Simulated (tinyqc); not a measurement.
# Depletion-mode phase shifter in a rib waveguide and its Mach-Zehnder modulator: two studies

A lateral p-n junction at x0 in a waveguide whose mode intensity is a Gaussian of rms width s about x = 0; p side at smaller x. Reverse bias removes carriers and raises the index. Abrupt junction, doping uniform over the whole mode, lumped electrode (no travelling-wave effects).

Values chosen for this exercise; values close to those of silicon near 1550 nm:
```
symbol,value,unit,meaning
lam,1565,nm,wavelength
eps_r,11.7,,relative permittivity of the semiconductor
Na,1.8e18,cm^-3,acceptor density
Nd,4.8e17,cm^-3,donor density
Vb,0.89,V,built-in voltage
s,130,nm,rms width of the lateral mode intensity
x0,60,nm,junction offset towards the n side
G,0.8,,vertical confinement times ng/n
hr,310,nm,rib height
Cf,45,pF/m,fringe capacitance
Rs,11.3,ohm mm,series resistance
V,2,V,reverse bias
a0,1.8,dB/cm,passive loss
```

Constants: q = 1.602176634e-19 C, eps0 = 8.8541878128e-14 F/cm where lengths are in cm. Results are converted to the units shown.

Each table varies one quantity; the others keep the values above.

## Effect of the acceptor density

Free-carrier changes (empirical, N and P in cm^-3): |dn| = 8.5e-18 P^0.8 for holes, 8.8e-22 N for electrons; absorption 6e-18 P and 8.5e-18 N in 1/cm. W = sqrt(2 eps0 eps_r (Vb + V)(1/Na + 1/Nd)/q); edges xp = x0 - W Nd/(Na + Nd), xn = x0 + W Na/(Na + Nd); F(x) = [1 + erf(x/(sqrt(2) s))]/2. dneff = G {dn_h [F(xp(0)) - F(xp(V))] + dn_e [F(xn(V)) - F(xn(0))]}; VpiL = lam V/(2 dneff); loss = a0 + 4.343 G {a_h F(xp) + a_e [1 - F(xn)]} dB/cm at V; C = eps0 eps_r hr/W + Cf; fRC = 1/(2 pi Rs C).

Effect of the acceptor density:
```
Na (cm^-3),dneff,VpiL (V cm),loss (dB/cm),VpiL x loss (V dB),C (pF/m),fRC (GHz)
5e16,4.082e-5,3.834,5.428,20.81,156.8,89.83
9.4e16,6.525e-5,2.398,5.411,12.98,192.3,73.25
1.7e17,8.428e-5,1.857,5.838,10.84,231.1,60.94
3.3e17,9.732e-5,1.608,7.408,11.91,277.3,50.79
6.1e17,1.017e-4,1.539,10.83,16.67,317.3,44.39
1.1e18,1.006e-4,1.556,17.37,27.02,348.7,40.39
2.1e18,9.587e-5,1.632,31.21,50.96,373.4,37.72
4e18,8.953e-5,1.748,57.89,101.2,388.9,36.22
```

As Na goes from 5e16 to 4e18 cm^-3, VpiL goes from 3.83 through a minimum of 1.54 (at Na = 6.1e17 cm^-3 among the rows listed) to 1.75 V cm, the loss goes from 5.43 through a minimum of 5.41 (at Na = 9.4e16 cm^-3 among the rows listed) to 57.9 dB/cm, their product goes from 20.8 through a minimum of 10.8 (at Na = 1.7e17 cm^-3 among the rows listed) to 101 V dB and fRC falls from 89.8 to 36.2 GHz. Rs is held fixed, though in a real device it falls with doping.

## Effect of the reverse bias

Same model as above.

Results:
```
V (V),dneff,VpiL (V cm),loss (dB/cm),VpiL x loss (V dB),C (pF/m),fRC (GHz)
0.5,3.070e-5,1.274,28.38,36.17,511.3,27.55
1.3,6.935e-5,1.467,27.59,40.47,416.5,33.82
2.1,1.009e-4,1.629,26.96,43.92,362.9,38.81
2.9,1.280e-4,1.773,26.43,46.85,327.4,43.02
4.4,1.713e-4,2.010,25.61,51.46,284.0,49.59
5.2,1.916e-4,2.124,25.23,53.59,267.8,52.60
6,2.103e-4,2.232,24.89,55.56,254.4,55.36
```

Estimate the missing row, V = 3.6 V.

Computed row:
```
V (V),dneff,VpiL (V cm),loss (dB/cm),VpiL x loss (V dB),C (pF/m),fRC (GHz)
3.6,1.492e-4,1.888,26.02,49.12,304.4,46.26
```

With this row back in the table: As V goes from 0.5 to 6 V, VpiL rises from 1.27 to 2.23 V cm, the loss falls from 28.4 to 24.9 dB/cm, their product rises from 36.2 to 55.6 V dB and fRC rises from 27.5 to 55.4 GHz. dneff goes as V^(0.77) on average, slower than linearly since W grows as a square root. For V = 3.6 to 6 V the peak field passes 0.7 MV/cm, near breakdown of such junctions.

Program tinyqc, `OMP_NUM_THREADS=1 python tinyqc.py 2650106 2650107 out.jsonl`; Intel Xeon 2.30GHz, shared host, one thread, about 0.01 s.
